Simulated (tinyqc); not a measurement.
Double-gate transistor, scale length and short-channel effects: one step of the calculation.

A body of thickness ts between two insulators of thickness ti and two tied gates. Below threshold the potential that source and drain add obeys Laplace's equation and vanishes on the gate. Its lowest mode decays along the channel as exp(-k y); k is the smallest positive root of the matching condition at the interface, and the scale length is Lambda = pi/k.

Task. Decay constant by Newton steps. f(k) = ei cos(k ti) cos(k ts/2) - eps_r sin(k ti) sin(k ts/2); f' by a central difference with +/- 1e-5 1/nm; k(new) = k - f/f'.

Inputs (values chosen for the exercise); permittivities: semiconductor close to that of silicon, insulator close to that of hafnium oxide: relative permittivity of the semiconductor eps_r = 11.6; relative permittivity of the insulator ei = 21.9; insulator thickness ti = 3.1 nm; body thickness ts = 10.8 nm.

k at the start = 0.21 1/nm

Give: f; f'; k after iteration 1.

Result.

f = 1.000
f' = -144.6 nm
k after iteration 1 = 0.2169 1/nm

Program tinyqc, `OMP_NUM_THREADS=1 python tinyqc.py 2420049 2420050 out.jsonl`; Intel Xeon 2.30GHz, shared host, one thread, about 0.01 s.
